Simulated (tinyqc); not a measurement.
Worked calculation: electron-beam lithography: double-Gaussian proximity function, edge placement and dose correction for parallel lines. Computed by tinyqc, a small Python program that keeps every step. Command: `OMP_NUM_THREADS=1 python tinyqc.py 3110041 3110042 out.jsonl proximity walk`. One thread of a shared host (Intel(R) Xeon(R) Processor @ 2.30GHz), about 0.01 s of CPU time with the checks. Intermediate numbers are printed to about 7 digits and carried at full precision; extremes and crossings named in words are read from the listed rows.

Lines are infinitely long. Absorbed energy is counted so that the middle of a very large area written at dose 1 receives 1; the resist develops where it exceeds 1/2.

Inputs (values chosen for the exercise, of the order of those for 100 keV electrons in resist on silicon):
```
quantity                              value               unit
forward range alpha                   0.012         micrometre
backscatter range beta                   33         micrometre
backscatter ratio eta                   0.9                  -
base dose D0                             93  microcoulomb/cm^2
beam current                           0.13                 nA
pixel size                                4                 nm
width of the test line                0.032         micrometre
pattern density around the test line    0.3                  -
```

line widths (micrometre): 0.036  0.078  0.03  0.063

gaps between the lines (micrometre): 26  2.5  1.9

Constants: e = 1.602176634e-19 C.

## Layout

The first line starts at x = 0; each next one starts after the width and the gap.

Lines (micrometre):
```
line  left edge    right edge        centre
1         0.000  3.600000e-02  1.800000e-02
2        26.036  2.611400e+01  2.607500e+01
3        28.614  2.864400e+01  2.862900e+01
4        30.544  3.060700e+01  3.057550e+01
```

## Interaction matrix

f(r) = [exp(-r^2/alpha^2)/alpha^2 + eta exp(-r^2/beta^2)/beta^2]/(pi (1 + eta)). A line from a to b at dose d gives E(x) = d [S(alpha) + eta S(beta)]/(1 + eta), S(s) = [erf((b - x)/s) - erf((a - x)/s)]/2. M_ij is the mean of E at the two edges of line i from line j at dose 1.

M:
```
           1          2          3          4
1  0.2634436  0.0003386  0.0001146  0.0002164
2  0.0001563  0.2637896  0.0002415  0.0005008
3  0.0001375  0.0006279  0.2632938  0.0005084
4  0.0001237  0.0006200  0.0002421  0.2636681
```

## Dose correction

Uncorrected edge energies are M 1. Solve M d = 1/2 for the doses d that put the mean edge energy of every line at the threshold.

edge energies at dose 1: 1 0.2641133, 2 0.2646882, 3 0.2645676, 4 0.2646539

corrected doses: 1 1.893137, 2 1.889012, 3 1.889878, 4 1.889258

largest over smallest dose = 1.002184

Line 1 needs the most and line 2 the least; a narrow isolated line much wider than alpha would need 1 + eta = 1.90.

## Printed widths

Edges are the roots of E(x) = 1/2 between a line centre and the middle of the next gap. Three cases: dose 1 everywhere; one common dose equal to the mean of d; the corrected doses.

Width error, printed less drawn (nm):
```
line  drawn width (nm)     dose 1    mean dose  corrected
1                   36  -28.47895  -0.03169104          0
2                   78  -27.44638   0.01477766          0
3                   30    missing   0.00504086          0
4                   63  -27.45661   0.01201066          0
```

At dose 1, 1 of the 4 lines stay below the threshold. With the common mean dose the errors span 0.0 nm. With corrected doses the largest error is below 0.01 nm.

## Dose to size and latitude

A test line of width w << beta in surroundings of density rho, all at dose d: near its edge E(x) = d [S + eta rho]/(1 + eta), S = [erf((b - x)/alpha) - erf((a - x)/alpha)]/2 for edges a and b, the second term being the background energy. Dose to size d_s = (1 + eta)/(erf(w/alpha) + 2 eta rho), dose = d_s D0; edge slope d [1 - exp(-w^2/alpha^2)]/(sqrt(pi) alpha (1 + eta)); width change per 1 % of dose = 2 x 0.01 x (1/2)/slope.

dose to size d_s = 1.233896

dose = 114.7524 microcoulomb/cm^2

edge slope = 0.03050805 1/nm

width change per 1 % of dose = 0.3277824 nm

background energy = 0.1753432

The background supplies 35 % of the threshold.

## Shot noise and writing time

With dose = d_s D0: electrons per pixel N = dose x pixel area/e; relative noise 1/sqrt(N); time per cm^2 of pattern area = dose x density/current; pixel rate = current/(dose x pixel area).

electrons per pixel = 114.5965

shot noise = 9.341452 %

writing time per cm^2 = 73.55921 h

pixel rate = 7.080464 MHz

Checks made by the program: corrected edge energies (relative difference below 1e-10).
